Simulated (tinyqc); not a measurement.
Magnetoresistance against angle.

Conductance G = G0 (1 + P1 P2 cos(phi)) at low bias, phi the angle between the magnetisations, normalised to Rp = RA/area at phi = 0.

Values chosen for this exercise:
```
symbol,value,unit,meaning
Dm,19,nm,diameter
P1,0.65,,spin polarisation of the reference layer
P2,0.73,,spin polarisation of the free layer
RA,3.7,ohm um^2,"resistance-area product, parallel state"
```

Result of one run:
```
phi (degree)  R (kohm)  R/Rp - 1 (%)  share of the full TMR (%)
110              22.97         76.02                      42.09
```

What becomes of these results when the angle phi is changed from 110 to 20 degree, all else the same?

Result of the changed run:
```
phi (degree)  R (kohm)  R/Rp - 1 (%)  share of the full TMR (%)
20               13.31         1.979                      1.096
```

The whole series:
```
phi (degree)  R (kohm)  R/Rp - 1 (%)  share of the full TMR (%)
0                13.05             0                          0
20               13.31         1.979                      1.096
45               14.41         10.41                      5.762
70               16.56         26.86                      14.87
90               19.24         47.45                      26.27
110              22.97         76.02                      42.09
135              28.96         121.9                      67.50
160              34.73         166.1                      91.98
180              36.62         180.6                      100.0
```

R rises from 13.0 to 36.6 kohm, TMR0 = 181 %. It is the conductance that follows cos(phi), so at 90 degrees R has covered only (1 - P1 P2)/2 = 26.3 % of its range.

Computed by the program tinyqc: `OMP_NUM_THREADS=1 python tinyqc.py 2450004 2450005 out.jsonl`, one thread of a shared Intel Xeon 2.30GHz, about 0.01 s for the whole run.
